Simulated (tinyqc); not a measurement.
One share for all, or one for each: linear model of a band gap against the share of exact exchange.

E(alpha) = E0 + S alpha. A wider gap screens less, modelled in the Penn form eps(alpha) = 1 + (e0 - 1)(EP/(EP + S alpha))^2 with a scale EP chosen for the exercise. A dielectric-dependent hybrid takes alpha = 1/eps.

Errors of the gap (eV) against each target; e0, EP, S and the gaps are values chosen for the exercise.

Results:
```
case,E0 (eV),S (eV),e0,EP (eV),target Et (eV),alpha needed,"error, alpha = 0","error, 0.25","error, self-consistent"
like diamond,4.10,7.77,6.33,26.6,5.59,0.192,-1.49,0.45,-0.16
like SiC,2.28,6.69,7.33,19.5,3.21,0.139,-0.93,0.74,0.06
like AlN,4.03,7.41,5.20,20.6,6.10,0.279,-2.07,-0.22,-0.46
like GaP,1.61,5.71,9.65,11.1,2.38,0.135,-0.77,0.66,-0.11
like HfO2,3.97,8.80,4.77,17.7,5.73,0.200,-1.76,0.44,0.45
like GaAs,0.53,5.29,11.66,10.8,1.51,0.185,-0.98,0.34,-0.49
like InP,0.66,5.72,10.18,10.4,1.42,0.133,-0.76,0.67,-0.14
```

Mean absolute errors: 1.25, 0.50 and 0.27 eV for alpha = 0, 0.25 and the self-consistent value. A fixed quarter overshoots for diamond, SiC, GaP, HfO2, GaAs and InP and falls short for AlN; the alpha needed runs between 0.133 and 0.279 and its correlation with 1/e0 over these cases is 0.68.

tinyqc: `OMP_NUM_THREADS=1 python tinyqc.py 1850882 1850883 out.jsonl`; about 0.01 s, one thread, shared Intel(R) Xeon(R) Processor @ 2.30GHz.
